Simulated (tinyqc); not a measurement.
Schottky barrier on an n-type semiconductor, non-linear Poisson equation by Newton steps: one step of the calculation.

One dimension, metal at x = 0, donor density C(x) = Nd, uniform. Energies are counted from the electron Fermi level of the semiconductor and the conduction-band edge is Ec = -psi, so n = Nc exp(psi/Vt); holes follow the Fermi level of the metal, at -V, so p = Nv exp((V - psi - Eg)/Vt). Ends: psi(0) = V - phiB and psi = Vt ln(Nd/Nc) deep inside. Boltzmann statistics, full ionisation, no current, no image force in the Poisson equation.

Question. Newton step. Solve the tridiagonal system a_(i-1) d_(i-1) + b_i d_i + a_i d_(i+1) = -F_i for nodes 1 to 8, with d = 0 on fixed nodes. Each component d is damped to sign(d) Vt ln(1 + |d|/Vt) before it is added.

Values chosen for this exercise: temperature T = 300 K.

Constants: q = 1.602176634e-19 C, kB = 1.380649e-23 J/K, Vt = kB T/q. Results are converted to the units shown.

| interval | coupling a_i (F/cm^2) |
|---|---|
| 0 | 5.6445447e-7 |
| 1 | 4.7533008e-7 |
| 2 | 3.9785337e-7 |
| 3 | 3.3573500e-7 |
| 4 | 2.7874295e-7 |
| 5 | 2.3766504e-7 |
| 6 | 2.0069492e-7 |
| 7 | 1.6724577e-7 |
| 8 | 1.4111362e-7 |

| node | diagonal b (F/cm^2) | residual F (C/cm^2) |
|---|---|---|
| 1 | -1.0397846e-6 | 1.3458284e-8 |
| 2 | -8.7318346e-7 | 1.6034584e-8 |
| 3 | -7.3358838e-7 | 1.9072311e-8 |
| 4 | -6.1447796e-7 | 2.2802178e-8 |
| 5 | -5.1640817e-7 | 2.7070372e-8 |
| 6 | -4.3836398e-7 | 3.1915255e-8 |
| 7 | -3.6809734e-7 | 3.8063667e-8 |
| 8 | -3.2064480e-7 | 4.5056040e-8 |

| node | psi at the start (V) |
|---|---|
| 0 | -0.71000000 |
| 1 | -0.67793133 |
| 2 | -0.63984978 |
| 3 | -0.59435236 |
| 4 | -0.54043690 |
| 5 | -0.47549784 |
| 6 | -0.39933475 |
| 7 | -0.30914161 |
| 8 | -0.20090985 |
| 9 | -0.07263517 |

Wanted: Newton step d, before damping; psi after iteration 1.

Answer.

| node | Newton step d, before damping (V) |
|---|---|
| 1 | 0.2027 |
| 2 | 0.4151 |
| 3 | 0.6285 |
| 4 | 0.8246 |
| 5 | 0.9790 |
| 6 | 1.0462 |
| 7 | 0.9668 |
| 8 | 0.6448 |

| node | psi after iteration 1 (V) |
|---|---|
| 0 | -0.71000 |
| 1 | -0.62159 |
| 2 | -0.56652 |
| 3 | -0.51082 |
| 4 | -0.45013 |
| 5 | -0.38087 |
| 6 | -0.30304 |
| 7 | -0.21483 |
| 8 | -0.11674 |
| 9 | -0.07264 |

tinyqc, about 0.07 s, one thread, Intel Xeon 2.30GHz (shared host): `OMP_NUM_THREADS=1 python tinyqc.py 2020135 2020136 out.jsonl`
